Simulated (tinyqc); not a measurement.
Chemically amplified photoresist: aerial image, acid generation, bake, development and line width: one step, computed by the program tinyqc.

Lines and spaces of pitch p with a two-beam-like image; x = 0 is the middle of the bright space. The resist is positive and treated as uniform in depth.

Problem. Acid image and its blur. Dose E(x) = E [1 + c cos(2 pi x/p)]; acid h = 1 - exp(-C E(x)). Bake: the acid image is blurred by a Gaussian of variance sigma^2 = 2 D t (each Fourier term k of h, taken on 64 points, is multiplied by exp(-4 pi^2 k^2 D t/p^2)). Cosine coefficients: h(x) = sum_k h_k cos(2 pi k x/p).

Inputs (values chosen for the exercise, for a model resist at 13.5 nm):

| quantity | value | unit |
|---|---|---|
| pitch p | 36 | nm |
| image contrast c | 0.62 | - |
| mean dose E | 31.9 | mJ/cm^2 |
| Dill parameter C | 0.03 | cm^2/mJ |
| acid diffusivity D | 0.069 | nm^2/s |
| bake time t | 45 | s |

Give: diffusion length sigma = sqrt(2 D t); h_0 to h_4 before the bake; h_0 to h_4 after the blur; blur factor of the first harmonic.

Solution.

diffusion length sigma = sqrt(2 D t) = 2.4920 nm

h_0 to h_4 before the bake: 0.58140  0.23804  -0.03480  0.00342  -0.00025

h_0 to h_4 after the blur: 0.58140  0.21656  -0.02384  0.00146  -0.00006

blur factor of the first harmonic = 0.90975

sigma/p = 0.069; the blur keeps 91 % of the modulation.
